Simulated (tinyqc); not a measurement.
Fully depleted semiconductor-on-insulator film with two gates, non-linear Poisson equation by Newton steps: two steps of the calculation.

One dimension across the film, front interface at x = 0, back interface at x = ts. psi is counted from the intrinsic level, n = ni exp(psi/Vt) (source grounded), holes neglected, acceptors ionised. Gates act through Cox = eps0 eox/tox and Cbox = 3.9 eps0/tb with potentials G1 = Vg - (phiM - chi - Vt ln(Nc/ni)) and G2 = Vb - (phiB - chi - Vt ln(Nc/ni)). Classical Boltzmann densities, no interface charge, no depletion in the back plane.

Parameters, values chosen for the exercise; band and dielectric values close to those of In0.53Ga0.47As:
```
symbol    value   unit                                                                 meaning
T           300      K                                                             temperature
Eg        0.737     eV                                                                band gap
eps_r      13.9                                                          relative permittivity
Nc      2.09e17  cm^-3                                  conduction-band density of states at T
Nv      7.85e18  cm^-3                                     valence-band density of states at T
chi        4.52     eV                                                       electron affinity
eox        7.46         relative permittivity of the gate insulator (close to silicon nitride)
tox         9.4     nm                                                     insulator thickness
ts           14     nm                                                          film thickness
tb           72     nm                                      buried-oxide thickness (eps_r 3.9)
phiM       4.94     eV                                         work function of the front gate
phiB       5.02     eV                                         work function of the back plane
Vb         -1.1      V                                                       back-gate voltage
Vg         0.58      V                                                      front-gate voltage
```

Constants: q = 1.602176634e-19 C, kB = 1.380649e-23 J/K, Vt = kB T/q, eps0 = 8.8541878128e-14 F/cm where lengths are in cm. Results are converted to the units shown.

Problem 1. Capacitances and gate potentials. ni = sqrt(Nc Nv) exp(-Eg/(2 Vt)), Eg in volts; Cox, Cbox, G1, G2 as defined; Cs = eps0 eps_r/ts; a = eps0 eps_r/h with h = ts/9; coupling ratio of a depleted film Cs Cbox/(Cox (Cs + Cbox)).

Find: ni; Cox; Cbox; Cs; a; G1; G2; coupling ratio.

Solution 1.

ni = 8.260e11 cm^-3
Cox = 0.7027 uF/cm^2
Cbox = 0.04796 uF/cm^2
Cs = 0.8791 uF/cm^2
a = 7.912 uF/cm^2
G1 = 0.4816 V
G2 = -1.278 V
coupling ratio = 0.06472

Problem 2. Newton step. Solve a d_(i-1) + b_i d_i + a d_(i+1) = -F_i for all nodes. Each component d is damped to sign(d) Vt ln(1 + |d|/Vt) before it is added.

a = 7.9118493 uF/cm^2

```
node	diagonal b (F/cm^2)	residual F (C/cm^2)	psi after iteration 1 (V)
0	-8.6146371e-6	2.2948721e-7	0.14397047
1	-1.5823900e-5	-1.3106253e-9	0.14305975
2	-1.5823893e-5	-1.3185120e-9	0.14212895
3	-1.5823886e-5	-1.3270639e-9	0.14117703
4	-1.5823879e-5	-1.3363572e-9	0.14020289
5	-1.5823872e-5	-1.3464791e-9	0.13920534
6	-1.5823865e-5	-1.3575303e-9	0.13818307
7	-1.5823859e-5	-1.3696274e-9	0.13713467
8	-1.5823852e-5	-1.3829062e-9	0.13605859
9	-7.9598831e-6	-5.9612003e-8	0.13495312
```

Find: Newton step d, before damping; psi after iteration 2.

Solution 2.

```
node	Newton step d, before damping (V)	psi after iteration 2 (V)
0	0.2168	0.2019
1	0.2071	0.1999
2	0.1975	0.1979
3	0.1881	0.1958
4	0.1789	0.1937
5	0.1698	0.1915
6	0.1609	0.1893
7	0.1522	0.1870
8	0.1437	0.1847
9	0.1353	0.1823
```

Computed by the program tinyqc: `OMP_NUM_THREADS=1 python tinyqc.py 2190057 2190058 out.jsonl`, one thread of a shared Intel Xeon 2.30GHz, about 0.3 s for the whole run.
